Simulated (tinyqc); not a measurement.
Smearing for a one-band metal on the fcc lattice: one step. Occupations and energies. Three cases, with inputs chosen for the exercise.

Task: Converge mu, then list x, f and s of each level and form the sums.

With x = (E_k - mu)/sigma: Gaussian f = erfc(x)/2, s = exp(-x^2)/(2 sqrt(pi)). With weights w = points/N^d (d the dimension), mu solves 2 sum w f = ne; E = 2 sum w f E_k, S = 2 sum w s, F = E - sigma S.

Case 1.

Values chosen: ne = 1.13 (electrons per cell); sigma = 0.081 eV (width).

Distinct levels:
```
E_k (eV)   points
-9.480000       1
-6.287659       8
-5.147151       6
-2.361265      12
-1.122341       8
-0.515886      24
1.205886       24
2.187151        6
2.470000       24
3.251265       12
```

Case 2.

Values chosen: ne = 1.63 (electrons per cell); sigma = 0.47 eV (width).

Distinct levels:
```
E_k (eV)    points
-12.360000       1
-9.000000        8
-8.060000        6
-4.700000       12
-2.820000       24
-2.280000        8
-0.540000        6
0.540000        24
0.940000        24
1.080000         4
1.480000        24
2.280000        24
2.680000         3
2.820000        36
3.220000        12
```

Case 3.

Values chosen: ne = 1.58 (electrons per cell); sigma = 0.147 eV (width).

Distinct levels:
```
E_k (eV)   points
-5.760000       1
-2.940000       8
-1.920000       6
-0.120000       4
-0.040000      12
0.980000       24
2.000000        6
2.080000        3
```

Give: mu; x, f and s of each level; E; S; F; (E + F)/2.

Result:

Case 1.

mu = 1.2036 eV

x, f and s of each level:
```
E_k (eV)        x       f       s
-9.4800   -131.90  1.0000  0.0000
-6.2877    -92.49  1.0000  0.0000
-5.1472    -78.40  1.0000  0.0000
-2.3613    -44.01  1.0000  0.0000
-1.1223    -28.72  1.0000  0.0000
-0.5159    -21.23  1.0000  0.0000
1.2059       0.03  0.4844  0.2819
2.1872      12.14  0.0000  0.0000
2.4700      15.63  0.0000  0.0000
3.2513      25.28  0.0000  0.0000
```

E = -2.0215 eV
S = 0.1082
F = -2.0302 eV
(E + F)/2 = -2.0258 eV

Levels with f between 0.001 and 0.999: 1. (E + F)/2 removes the term in sigma^2 for this scheme. That argument needs a smooth density of states, and the number of distinct levels within 2 sigma of mu is only 1, so it may fail on this mesh.

Case 2.

mu = 2.6724 eV

x, f and s of each level:
```
E_k (eV)       x       f       s
-12.3600  -31.98  1.0000  0.0000
-9.0000   -24.83  1.0000  0.0000
-8.0600   -22.83  1.0000  0.0000
-4.7000   -15.69  1.0000  0.0000
-2.8200   -11.69  1.0000  0.0000
-2.2800   -10.54  1.0000  0.0000
-0.5400    -6.83  1.0000  0.0000
0.5400     -4.54  1.0000  0.0000
0.9400     -3.69  1.0000  0.0000
1.0800     -3.39  1.0000  0.0000
1.4800     -2.54  0.9998  0.0005
2.2800     -0.83  0.8812  0.1405
2.6800      0.02  0.4909  0.2820
2.8200      0.31  0.3285  0.2556
3.2200      1.17  0.0497  0.0726
```

E = -1.0693 eV
S = 0.1324
F = -1.1316 eV
(E + F)/2 = -1.1005 eV

Levels with f between 0.001 and 0.999: 4. (E + F)/2 removes the term in sigma^2 for this scheme.

Case 3.

mu = 1.0732 eV

x, f and s of each level:
```
E_k (eV)       x       f       s
-5.7600   -46.48  1.0000  0.0000
-2.9400   -27.30  1.0000  0.0000
-1.9200   -20.36  1.0000  0.0000
-0.1200    -8.12  1.0000  0.0000
-0.0400    -7.57  1.0000  0.0000
0.9800     -0.63  0.8150  0.1887
2.0000      6.30  0.0000  0.0000
2.0800      6.85  0.0000  0.0000
```

E = -0.7060 eV
S = 0.1416
F = -0.7268 eV
(E + F)/2 = -0.7164 eV

Levels with f between 0.001 and 0.999: 1. (E + F)/2 removes the term in sigma^2 for this scheme. That argument needs a smooth density of states, and the number of distinct levels within 2 sigma of mu is only 1, so it may fail on this mesh.

Computed by tinyqc, one run a case: `OMP_NUM_THREADS=1 python tinyqc.py N N+1 out.jsonl` with N = 1652172, 1652791, 1680460; one thread of a shared Intel(R) Xeon(R) Processor @ 2.30GHz, about 0.4 s a run at most.
